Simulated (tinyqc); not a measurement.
Position of the support ring: thermal and gravitational stress in a wafer during furnace and rapid thermal processing, and the onset of slip. Computed by tinyqc, a small Python program. Command: `OMP_NUM_THREADS=1 python tinyqc.py 3028672 3028673 out.jsonl slip walk`. One thread of a shared host (Intel(R) Xeon(R) Processor @ 2.30GHz), about 0.01 s of CPU time with the checks.

A thin free disc in plane stress, isotropic; T(r) = T_centre + dT (r/R)^n with n = 2. Stress is positive in tension; sigma_SB = 5.670374419e-8 W/(m^2 K^4), g = 9.80665 m/s^2.

Inputs (values chosen for the exercise, modelled on silicon):
```
quantity          value        unit
wafer radius R      225          mm
thickness t         925  micrometre
Poisson ratio nu   0.23           -
density rho        2330      kg/m^3
```

Method. Own weight q = rho g t on a ring of radius b R, x = r/R: moments of an edge-supported plate, M_r = q R^2 (3 + nu)(1 - x^2)/16 and M_t = q R^2 [(3 + nu) - (1 + 3 nu) x^2]/16, less the uniform moment inside the ring load, q R^2 [(1 - nu)(1 - b^2) - 2 (1 + nu) ln b]/8; stress at the lower face = 6 M/t^2.

Stress at the lower face (MPa):
```
b      centre  radial at ring  hoop at ring  largest in size
0.40  -1.2060         -1.4484       -1.3328           1.4484
0.50  -0.6262         -1.0049       -0.8243           1.0049
0.60  -0.1261         -0.6714       -0.4114           0.6714
0.65   0.1037         -0.5362       -0.2311           0.5362
0.70   0.3235         -0.4187       -0.0649           0.4187
0.75   0.5350         -0.3170        0.0892           0.5350
0.80   0.7399         -0.2295        0.2327           0.7399
0.90   1.1344         -0.0925        0.4925           1.1344
1.00   1.5147          0.0000        0.7222           1.5147
```

What follows from these numbers?

Among these rows the largest stress is least, 0.419 MPa, for a ring at 0.7 R, 3.6 times below edge support: the overhang balances the sag of the centre. All values scale as R^2/t.

Extremes, crossings and ranges named in words are read from the listed rows.
